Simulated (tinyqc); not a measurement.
Capillary instabilities by surface diffusion: grooving and agglomeration of films, edge retraction, wire break-up and smoothing of roughness: one step, computed by the program tinyqc.

Isotropic surface energy; shapes change by surface diffusion alone.

Task: Break-up of a free wire. A wire with r + A cos(k z) has dA/dt = (B/r^4) (kr)^2 [1 - (kr)^2] A: unstable for wavelengths above 2 pi r, fastest at kr = 1/sqrt 2 with the rate B/(4 r^4); break-up time about (4 r^4/B) ln(r/A0); each wavelength makes a sphere of radius (3 r^2 lambda_m/4)^(1/3).

Inputs (values chosen for the exercise, of the order of those of a cobalt film):
```
quantity,value,unit
temperature T,1027,K
time t,40,s
wire radius r,18,nm
initial ripple over radius,0.05,-
```

B = 47654.97 nm^4/s

Give: fastest wavelength; break-up time; radius of the spheres; t over the break-up time.

Result:

fastest wavelength = 159.9 nm

break-up time = 26.40 s

radius of the spheres = 33.87 nm

t over the break-up time = 1.515

The wire breaks up within t. Caution: faceting can stabilise wires along low-index directions.
